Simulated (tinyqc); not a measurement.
BHZ model on a square lattice (one spin block): one step. Signs of dz at the four invariant points. Three cases, with inputs chosen for the exercise.

Task: dz = M, M - 4B/a^2 (twice), M - 8B/a^2 at (0,0), (pi,0), (0,pi), (pi,pi). The product of the signs is (-1)^nu. C = (s00 - s0p - sp0 + spp)/2 is the Chern number of the lower band of this block, in the sense Omega = curl of i<u|grad u>.

h(k) = e0 + d.s with s the Pauli matrices in the basis (E, H), k in units of 1/a: dx = (A/a) sin kx, dy = (A/a) sin ky, dz = M - (2B/a^2)(2 - cos kx - cos ky), e0 = -(2D/a^2)(2 - cos kx - cos ky). The other spin block is h*(-k). For small k this is the continuum model with dz = M - B k^2.

Case 1.

Values chosen (of the size used for thin Bi2Se3 films; the results hold for these values, not for the real material): A = 2.35 eV angstrom; B = -17.2 eV angstrom^2; D = -5.4 eV angstrom^2; M = -0.1173 eV (mass term); a = 15 angstrom (grid spacing).

Case 2.

Values chosen (of the size used for HgTe wells; the results hold for these values, not for the real material): A = 3.39 eV angstrom; B = -72.6 eV angstrom^2; D = -52.5 eV angstrom^2; M = 0.0241 eV (mass term); a = 20 angstrom (grid spacing).

Case 3.

Values chosen (of the size used for HgTe wells; the results hold for these values, not for the real material): A = 3.95 eV angstrom; B = -67 eV angstrom^2; D = -51 eV angstrom^2; M = -0.0173 eV (mass term); a = 30 angstrom (grid spacing).

Give: dz; nu (Z2 index); C.

Result:

Case 1.

dz (meV): (0,0) -117.30, (pi,0) 188.48, (0,pi) 188.48, (pi,pi) 494.26

nu (Z2 index) = 1
C = -1

M/B > 0: the bands are inverted at Gamma alone, a quantum spin Hall insulator.

Case 2.

dz (meV): (0,0) 24.10, (pi,0) 750.10, (0,pi) 750.10, (pi,pi) 1476.10

nu (Z2 index) = 0
C = 0

M/B < 0: no inversion, a trivial insulator.

Case 3.

dz (meV): (0,0) -17.30, (pi,0) 280.48, (0,pi) 280.48, (pi,pi) 578.26

nu (Z2 index) = 1
C = -1

M/B > 0: the bands are inverted at Gamma alone, a quantum spin Hall insulator.

Computed by tinyqc, one run a case: `OMP_NUM_THREADS=1 python tinyqc.py N N+1 out.jsonl` with N = 1451056, 1452181, 1452257; one thread of a shared Intel(R) Xeon(R) Processor @ 2.30GHz, about 0.1 s a run at most.
